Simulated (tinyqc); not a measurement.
Time-domain thermoreflectance: layered heat flow under a modulated pulse train, and what the signal ratio measures: one step, computed by the program tinyqc. Command: `OMP_NUM_THREADS=1 python tinyqc.py 3111714 3111715 out.jsonl tdtr walk`. One thread of a shared host (Intel(R) Xeon(R) Processor @ 2.30GHz), about 0.2 s of CPU time with the checks.

Pulses repeat at 80 MHz; heat is laid down at the surface, all layers are isotropic, and the film is in perfect contact with the substrate.

Problem. Length and time scales. Penetration depth sqrt(kappa/(pi f C)); effusivity sqrt(kappa C); cooling time of the metal d C_m/G; Kapitza length kappa/G.

Inputs (values chosen for the exercise, modelled on aluminium on sapphire):
```
quantity                                value        unit
metal thickness d                         120          nm
metal heat capacity                      2.42  MJ/(m^3 K)
boundary conductance G under the metal     84  MW/(m^2 K)
substrate conductivity kappa             35.1     W/(m K)
substrate heat capacity C                3.08  MJ/(m^3 K)
modulation frequency f                      1         MHz
spot radius w (1/e^2, pump and probe)     3.9  micrometre
```

Stack: metal, film, substrate.

Give: penetration depth; effusivity; cooling time of the metal; Kapitza length; depth over spot radius.

Solution.

penetration depth = 1.905 micrometre

effusivity = 10397 W s^(1/2)/(m^2 K)

cooling time of the metal = 3457 ps

Kapitza length = 417.9 nm

depth over spot radius = 0.4884

The penetration depth is not small against the spot, so radial spreading in the substrate matters at f.
